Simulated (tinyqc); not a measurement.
The Green function across the gap: deep trap from a strong local potential in a two-band host (Koster-Slater model with semi-elliptic bands). Computed by tinyqc, a small Python program. Command: `OMP_NUM_THREADS=1 python tinyqc.py 3003584 3003585 out.jsonl deeptrap sweep`. One thread of a shared host (Intel(R) Xeon(R) Processor @ 2.30GHz), about 0.01 s of CPU time with the checks.

The valence band spans -2 W_v to 0 and the conduction band E_g to E_g + 2 W_c. The orbital at the impurity site has weight f_v in the valence band and 1 - f_v in the conduction band, each spread as a semi-ellipse (2/(pi W^2)) sqrt(W^2 - x^2) about the band centre. The impurity adds U to this orbital. Spin is left out.

Inputs (values chosen for the exercise, with a gap close to that of 4H-SiC):

| quantity | value | unit |
|---|---|---|
| gap E_g | 3.2 | eV |
| half-width of the valence band W_v | 3.9 | eV |
| half-width of the conduction band W_c | 5.4 | eV |
| valence weight f_v of the site orbital | 0.61 | - |

Impurity: repulsive, acceptor-like.

Method. In the gap G(E) = f_v (2/W_v^2)[x - sqrt(x^2 - W_v^2)] - (1 - f_v)(2/W_c^2)[y - sqrt(y^2 - W_c^2)], x = E + W_v, y = E_g + W_c - E. The potential that would put a level at E is U = 1/G(E).

One run for each value:

| trial energy E (eV) | G(E) (1/eV) | valence part (1/eV) | conduction part (1/eV) |
|---|---|---|---|
| 0.128 | 0.19029 | 0.24229 | -0.05200 |
| 0.455 | 0.13910 | 0.19386 | -0.05477 |
| 0.782 | 0.10985 | 0.16775 | -0.05790 |
| 1.110 | 0.08809 | 0.14960 | -0.06151 |
| 1.440 | 0.06998 | 0.13574 | -0.06576 |
| 1.760 | 0.05431 | 0.12498 | -0.07066 |
| 2.090 | 0.03891 | 0.11579 | -0.07688 |
| 2.420 | 0.02311 | 0.10803 | -0.08492 |
| 2.740 | 0.00568 | 0.10155 | -0.09587 |
| 3.070 | -0.02033 | 0.09571 | -0.11604 |

Over the rows, G(E) (1/eV) falls from 0.190 to -0.0203; valence part (1/eV) falls from 0.242 to 0.0957 (exponent d ln y / d ln x -0.18 between the first rows and -0.52 between the last); conduction part (1/eV) falls from -0.0520 to -0.116 (exponent d ln y / d ln x 0.041 between the first rows and 1.7 between the last). G falls with E everywhere in the gap, so each U = 1/G gives at most one level there: repulsive where G > 0, attractive where G < 0. G vanishes between 2.74 and 3.07 eV, the vacancy level.

Extremes, crossings and ranges named in words are read from the listed rows.
